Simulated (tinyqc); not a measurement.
# MOSFET in saturation, small-signal circuit and noise, step by step

tinyqc, about 0.01 s, one thread, Intel Xeon 2.30GHz (shared host): `OMP_NUM_THREADS=1 python tinyqc.py 2150039 2150040 out.jsonl` Printed values are rounded.

Bias by the inversion coefficient IC = I/Ispec (charge-based model with velocity saturation; weak inversion below 0.1, strong above 10). Common-source circuit: gm, gds, Cgs, Cgd and Cj at the inner nodes, Rg in series with the gate; quasi-static, no source or drain resistance, no gate-body capacitance, no substrate network, no induced gate noise, so fmax is an upper estimate.

Parameters, values chosen for the exercise:
```
symbol   value         unit                                   meaning
T          300            K                               temperature
L           28           nm                               gate length
W           20           um                          total gate width
Cox       0.85      uF/cm^2                          gate capacitance
mu         130   cm^2/(V s)                                  mobility
n         1.18                                           slope factor
Ls          15           nm                velocity-saturation length
sg        0.12                                           ratio gds/gm
Cov       0.32        fF/um   overlap and fringe capacitance per side
Cj        0.87        fF/um                drain junction capacitance
Rsh          5          ohm              sheet resistance of the gate
Wf           4           um                              finger width
Rc         100       ohm um      gate contact and vertical resistance
IC         3.5                                  inversion coefficient
gw        0.05               short-channel excess of the noise factor
Nt      1.1e18  cm^-3 eV^-1                        oxide trap density
lt         0.1           nm          tunnelling length into the oxide
ac           0        V s/C            Coulomb scattering coefficient
f            9          GHz                          signal frequency
```

Constants: q = 1.602176634e-19 C, kB = 1.380649e-23 J/K, Vt = kB T/q. Results are converted to the units shown.

## Current, transconductance and gain

Ispec = 2 n mu Cox (W/L) Vt^2, lc = Ls/L, gms = [sqrt((lc IC + 1)^2 + 4 IC) - 1]/[2 + lc (lc IC + 1)], gm = gms Ispec/(n Vt), gds = sg gm.

Ispec = 124.490 uA
I = 435.715 uA
gms = 1.05041
gm = 4.28665 mS
gds = 0.514398 mS
gm/I = 9.83820 1/V

gm/I is 30.0 % of its weak-inversion limit 1/(n Vt); without velocity saturation (lc = 0) gms would be 1.44.

## Capacitances, gate resistance and cut-off frequencies

qs = [sqrt(1 + 4 IC) - 1]/2, Cgs = Cox W L qs (2 qs + 3)/(3 (qs + 1)^2) + Cov W, Cgd = Cov W, Cd = Cj W, Rg = Rsh (Wf/L)/(12 Nf) + Rc/W with Nf = W/Wf fingers (not rounded) contacted at both ends. fT = gm/(2 pi (Cgs + Cgd)), fmax = fT/(2 sqrt(Rg (gds + 2 pi fT Cgd))).

Cgs = 8.65485 fF
Cgd = 6.4 fF
Cd = 17.4 fF
Rg = 16.9048 ohm
fT = 45.3171 GHz
fmax = 114.005 GHz

Overlap and fringe make up 85.0 % of the gate capacitance; fmax is 2.52 times fT.

## Admittance matrix

Inner admittances at w = 2 pi f: y11 = i w (Cgs + Cgd), y12 = -i w Cgd, y21 = gm - i w Cgd, y22 = gds + i w (Cgd + Cd). Invert to Z, add Rg to Z11 and invert back to Y.

inner y (mS):
```
                  1                 2
1  0.00000+0.85133i  0.00000-0.36191i
2  4.28665-0.36191i  0.51440+1.34586i
```

Y with Rg (mS):
```
                  1                  2
1  0.01225+0.85116i  -0.00521-0.36184i
2  4.28056-0.42352i   0.51699+1.37205i
```

## Current gain and unilateral power gain

|h21| = |Y21/Y11|; U = |Y21 - Y12|^2/(4 [Re Y11 Re Y22 - Re Y12 Re Y21]). Extrapolated at 20 dB a decade: f |h21| and f sqrt(U).

|h21| = 5.05314
U = 160.460
f |h21| = 45.4783 GHz
f sqrt(U) = 114.005 GHz

f |h21| is 0.36 % above the formula for fT, and f sqrt(U) within 0.01 % of that for fmax.

## Noise at the gate

Channel noise Sid = 4 kB T gam n gm with gam = (1/2 + (2/3) qs)/(1 + qs) + gw lc IC, qs = [sqrt(1 + 4 IC) - 1]/2, lc = Ls/L (the last term an empirical rise with velocity saturation); at the gate, white noise Sw = Sid/gm^2 + 4 kB T Rg. Number fluctuation with correlated mobility: S(f) = K/f, K = q^2 Vt lt Nt/(W L Cox^2) (1 + ac mu Cox I/gm)^2, Vt in eV with Nt per eV. Corner fc = K/Sw. Full shot noise would be 2 q I.

gam = 0.692012
Sid = 5.79934e-23 A^2/Hz
Sid/(2 q I) = 0.415370
sqrt(Sw) = 1.85368 nV/Hz^0.5
K = 1.80419e-9 V^2
fc = 525.067 MHz

The gate resistance gives 8.2 % of the white noise power.
